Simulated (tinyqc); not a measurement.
Optical transitions of a finite quantum well: sweeps and comparisons. A value that a table varies takes the place of the one given here.

Each carrier sees a square well of width L with its own depth V and masses m (inside), mb (outside); c = hbar^2/2m0, k = sqrt(m E/c), kappa = sqrt(mb (V - E)/c), and level n solves k L + 2 atan[(k/m)/(kappa/mb)] = n pi. The envelope is cos(kz) for odd n and sin(kz) for even n inside, joins exp(-kappa (|z| - L/2)) outside, and is normalised to 1. Excitons and band mixing are left out.

Constants: hbar^2/2m0 = 3.80998211 eV angstrom^2; e^2/(4 pi eps0) = 14.39964547 eV angstrom; hc = 1239.841984 eV nm.

Inputs chosen for the exercise (near those of an InGaAs well in InP; not measured data): L = 172 angstrom (well width); Vc = 0.26 eV (conduction offset); me = 0.0421 m0 (electron, well); meb = 0.0839 m0 (electron, barrier); eps = 11.8 (background dielectric constant); Nss = (0.067, 0.17, 0.34, 0.67, 1, 1.3, 2) x 1e12/cm^2 (sheet densities); Eg = 0.818 eV (gap of the well); Vv = 0.377 eV (valence offset); mh = 0.372 m0 (heavy hole along z, well); mhb = 0.532 m0 (heavy hole, barrier); ml = 0.054 m0 (light hole along z, well); mlb = 0.1242 m0 (light hole, barrier); Ls = (39, 44, 62, 85, 99, 129, 181) angstrom (widths).

## Depolarisation shift

The collective line lies at E12 sqrt(1 + a), a = 8 pi q (n1 - n2) S/(eps E12), q = e^2/(4 pi eps0), S = integral over z of (integral up to z of psi_1 psi_2)^2. Zero temperature with the mass me in both subbands: n1 - n2 = Ns until Ns reaches D E12, D = me/(2 pi c), and D E12 beyond. 1e12/cm^2 = 1e-4/angstrom^2; exchange and the static band bending by the charge are left out.

Line position:

| Ns (1e12/cm^2) | n1 - n2 | a | line (meV) | shift (meV) |
|---|---|---|---|---|
| 0.067 | 0.067 | 0.0476 | 55.39 | 1.27 |
| 0.17 | 0.170 | 0.1208 | 57.29 | 3.17 |
| 0.34 | 0.340 | 0.2415 | 60.30 | 6.18 |
| 0.67 | 0.670 | 0.4760 | 65.75 | 11.63 |
| 1.0 | 0.952 | 0.6761 | 70.06 | 15.95 |
| 1.3 | 0.952 | 0.6761 | 70.06 | 15.95 |
| 2.0 | 0.952 | 0.6761 | 70.06 | 15.95 |

S = 12.535 angstrom
E12 = 54.12 meV

The upward shift grows from 1.27 to 15.95 meV, 29.5 % of E12 at most. It stops moving once e2 starts to fill, at Ns = 0.95 e12/cm^2. For small a the shift is a E12/2, linear in Ns; in the last row that rule gives 18.29 meV. S/L = 0.0729, against 5/(9 pi^2) = 0.0563 for hard walls.

## Width of the well

Edge wavelength hc/(Eg + e1 + hh1), squared e1-hh1 overlap, lh1 - hh1, and the 1-2 intersubband energy with f_12 = (m1/c) E12 z_12^2, 1/m1 = <1|1/m|1> (dash: e2 unbound).

Results:

| L (angstrom) | edge (nm) | overlap^2 | lh1 - hh1 (meV) | E12 (meV) | f_12 |
|---|---|---|---|---|---|
| 39 | 1281.2 | 0.8318 | 76.2 | - | - |
| 44 | 1305.7 | 0.8508 | 68.8 | - | - |
| 62 | 1368.1 | 0.8955 | 48.9 | 186.7 | 0.542 |
| 85 | 1414.3 | 0.9265 | 33.7 | 145.4 | 0.967 |
| 99 | 1432.5 | 0.9387 | 27.6 | 120.6 | 0.974 |
| 129 | 1458.0 | 0.9561 | 19.1 | 83.6 | 0.969 |
| 181 | 1481.1 | 0.9725 | 11.4 | 49.9 | 0.964 |

The edge tunes from 1281 to 1481 nm, towards hc/Eg = 1516 nm, while the overlap goes from 0.832 to 0.972. e2 binds at L = pi sqrt(c/(me Vc)) = 58.6 angstrom; f_12 starts from zero there and is 0.542 at 62 angstrom, the rest going to the continuum; among the widths listed it peaks at 0.974 (99 angstrom) and is 0.964 in the widest well, against 0.961 for hard walls.

## What each parameter does

Edge wavelength hc/(Eg + e1 + hh1), squared overlap of e1 and hh1, and the confinement energies. Each row changes one parameter from the base and keeps the others.

Results:

| case | edge (nm) | overlap^2 | e1 (meV) | hh1 (meV) |
|---|---|---|---|---|
| base | 1478.2 | 0.9704 | 17.8 | 3.0 |
| L = 155 angstrom | 1471.7 | 0.9657 | 20.8 | 3.6 |
| Eg = 0.834 eV | 1450.5 | 0.9704 | 17.8 | 3.0 |
| Vc = 0.221 eV | 1479.4 | 0.9648 | 17.1 | 3.0 |
| Vv = 0.452 eV | 1478.1 | 0.9684 | 17.8 | 3.0 |
| me = 0.0463 m0 | 1479.9 | 0.9748 | 16.8 | 3.0 |
| mh = 0.316 m0 | 1477.4 | 0.9736 | 17.8 | 3.4 |
| meb = 0.1007 m0 | 1479.4 | 0.9673 | 17.1 | 3.0 |

The largest shifts from the base row, up to three for each result and ties (the steps differ in size, so this ranks the rows, not the parameters). edge (nm): Eg -27.7, L -6.5, me +1.7. overlap^2: Vc -0.0056, L -0.0047, me +0.0044; unchanged at the printed digits by Eg. e1 (meV): L +3.1, me -0.9, meb -0.7, Vc -0.7; unchanged at the printed digits by Eg, Vv and mh. hh1 (meV): L +0.6, mh +0.4; unchanged at the printed digits by Eg, Vc, Vv, me and meb.

(tinyqc, `OMP_NUM_THREADS=1 python tinyqc.py 1250425 1250426 out.jsonl`, Intel(R) Xeon(R) Processor @ 2.30GHz, 1 thread, shared host, about 0.2 s.)
